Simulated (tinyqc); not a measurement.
Length of a molecular wire: coherent transport through a tight-binding bridge. Computed by the program tinyqc. 

A uniform bridge between two chains:

| parameter | value |
|---|---|
| site energy (eV) | 0.160000 |
| hopping in the bridge (eV) | 0.820000 |
| lead hopping (eV) | 1.820000 |
| couplings (eV) | 0.56, 0.51 |
| E (eV) | 0.050000 |

T = Gamma_L Gamma_R |G_1n|^2 with the self-energies of semi-infinite chains.

Transmission against length:

| sites | T | ln T |
|---|---|---|
| 2 | 1.4098e-01 | -1.9591 |
| 3 | 6.7019e-01 | -0.4002 |
| 4 | 1.5056e-01 | -1.8934 |
| 5 | 4.9111e-01 | -0.7111 |
| 6 | 1.6625e-01 | -1.7942 |
| 7 | 3.6567e-01 | -1.0060 |
| 8 | 1.9021e-01 | -1.6596 |
| 9 | 2.8267e-01 | -1.2635 |
| 10 | 2.2607e-01 | -1.4869 |

E lies inside the band of the bridge (|E - e|/2h = 0.067 < 1): T does not decay but oscillates with length, between 0.141 and 0.670 here, as levels of the bridge pass E.
